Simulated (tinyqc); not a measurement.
From results back to parameters: deformation-potential model of the X valleys of a conduction band. Two cases, with inputs chosen for the exercise.

Problem. A uniaxial tension X1 along [100] acts on valleys along x, y, z, with shifts dE = Xd tr(e) + Xu a.e.a and Boltzmann shares. The ratio of the share of the y valleys to that of the x valleys is given.

s11 = (C11 + C12)/((C11 - C12)(C11 + 2 C12)), s12 = -C12/((C11 - C12)(C11 + 2 C12)), s44 = 1/C44; exx = s11 sxx + s12 (syy + szz) and cyclic, exy = s44 sxy/2; tension is positive. A uniaxial stress X along the unit vector n is s_ij = X n_i n_j. Biaxial (001) means sxx = syy = X.

Constants: kB = 8.617333262e-05 eV/K.

Find: splitting dE_x - dE_y; Xu.

Method. The splitting is kT ln(n_y/n_x), and it equals Xu (exx - eyy) = Xu (s11 - s12) X1; Xd drops out.

Case 1.

Values chosen (near those of GaP; shifted at random, so the results belong to these values and not to a real crystal): C11 = 139.4 GPa; C12 = 60.2 GPa; C44 = 70.4 GPa; X1 = 0.5 GPa (size of the stress); T = 300 K (temperature).

n_y/n_x = 4.807726

Solution.

splitting dE_x - dE_y = 40.59 meV
Xu = 6.43 eV

Case 2.

Values chosen (near those of AlAs; shifted at random, so the results belong to these values and not to a real crystal): C11 = 125.1 GPa; C12 = 53.8 GPa; C44 = 54 GPa; X1 = 0.5 GPa (size of the stress); T = 300 K (temperature).

n_y/n_x = 4.642874

Solution.

splitting dE_x - dE_y = 39.69 meV
Xu = 5.66 eV

Computed by tinyqc, one run a case: `OMP_NUM_THREADS=1 python tinyqc.py N N+1 out.jsonl` with N = 1080357, 1080727; one thread of a shared Intel(R) Xeon(R) Processor @ 2.30GHz, about 0.03 s a run at most.
